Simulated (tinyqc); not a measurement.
Trench capacitor in an array: capacitance, non-linearity, leakage and relaxation: two steps of the calculation.

A film between two metal electrodes, each interface adding a series capacitance ci. The small-signal permittivity is ek (1 + aq E^2); the field is found with the linear permittivity. Leakage J = J0 sinh(E/Ef). After a voltage step the film passes a relaxation current kr C V tt^(-nr), tt being the time in seconds. The sidewall is a coaxial capacitor with radii a = dm/2 - t and b = dm/2, depth AR dm; the end face is left out.

Values chosen for this exercise; permittivity of the order of that of silicon nitride:

| symbol | value | unit | meaning |
|---|---|---|---|
| ek | 6.56 |  | relative permittivity of the film |
| t | 7.3 | nm | film thickness |
| ci | 1000 | uF/cm^2 | capacitance of each electrode interface (dead layer and screening) |
| aq | 0.0033 | cm^2/MV^2 | quadratic field coefficient of the permittivity |
| V | 0.6 | V | bias |
| J0 | 5.4e-10 | A/cm^2 | leakage prefactor |
| Ef | 0.5 | MV/cm | field for an e-fold rise of the leakage |
| dm | 36 | nm | diameter of the hole |
| AR | 50 |  | aspect ratio, depth over diameter |
| pt | 70 | nm | pitch of the square array |
| rho | 180 | uohm cm | resistivity of the inner electrode |

Constants: eps0 = 8.8541878128e-14 F/cm where lengths are in cm. Results are converted to the units shown.

Problem 1. Planar capacitance, field and non-linearity. Planar film: Cf = eps0 ek/t, 1/C = 1/Cf + 2/ci, EOT = 3.9 eps0/C, effective permittivity C t/eps0, E = (V/t) C/Cf; quadratic coefficient [C(V)/C - 1]/V^2 with Cf (1 + aq E^2) in C(V).

Give: Cf; C; EOT; effective permittivity; E; quadratic coefficient; J.

Solution 1.

Cf = 0.79566 uF/cm^2
C = 0.79440 uF/cm^2
EOT = 4.3468 nm
effective permittivity = 6.5496
E = 0.82061 MV/cm
quadratic coefficient = 6163.0 ppm/V^2
J = 1.3413e-9 A/cm^2

The interfaces take 0.159 % of the voltage.

Problem 2. Cell capacitance, fields and time constant. Per length 1/c = ln(b/a)/(2 pi eps0 ek) + (1/a + 1/b)/(2 pi ci); cell capacitance c AR dm; per footprint over pt^2; fields c V/(2 pi eps0 ek r) at r = a and b; resistance of the inner electrode rho AR dm/(pi a^2); time constant R C/3 of the distributed line.

Wanted: a; b; cell capacitance; capacitance per footprint; field at a; field at b; R; R C/3.

Solution 2.

a = 10.700 nm
b = 18.000 nm
cell capacitance = 1.2609 fF
capacitance per footprint = 25.732 uF/cm^2
field at a = 1.0763 MV/cm
field at b = 0.63980 MV/cm
R = 9.0080 kohm
R C/3 = 3.7860 ps

The array gives 32.4 times the planar capacitance per footprint; curvature makes the field at the inner electrode 1.31 times the planar value.

Program tinyqc, `OMP_NUM_THREADS=1 python tinyqc.py 2102167 2102168 out.jsonl`; Intel Xeon 2.30GHz, shared host, one thread, about 0.01 s.
